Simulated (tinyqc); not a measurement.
From results back to parameters: tunnelling through a thin dielectric with one trap, as a tight-binding chain. Three cases, with inputs chosen for the exercise.

Problem. A resonance has full width Gamma_L + Gamma_R and peak height 4 Gamma_L Gamma_R/(Gamma_L + Gamma_R)^2. The values come from hidden widths.

Find: larger and smaller width.

Method. The widths are (W/2)(1 +/- sqrt(1 - peak)); which belongs to which lead the line shape cannot tell.

Case 1.

full width = 37.7237 meV
peak height = 0.000947184

Solution.

larger and smaller width (meV): 37.7  0.00893

Case 2.

full width = 17.1606 meV
peak height = 0.0538121

Solution.

larger and smaller width (meV): 16.9  0.234

Case 3.

full width = 0.933536 meV
peak height = 0.0320172

Solution.

larger and smaller width (meV): 0.926  0.00753

Computed by tinyqc, one run a case: `OMP_NUM_THREADS=1 python tinyqc.py N N+1 out.jsonl` with N = 1482622, 1482633, 1482687; one thread of a shared Intel(R) Xeon(R) Processor @ 2.30GHz, about 0.1 s a run at most.
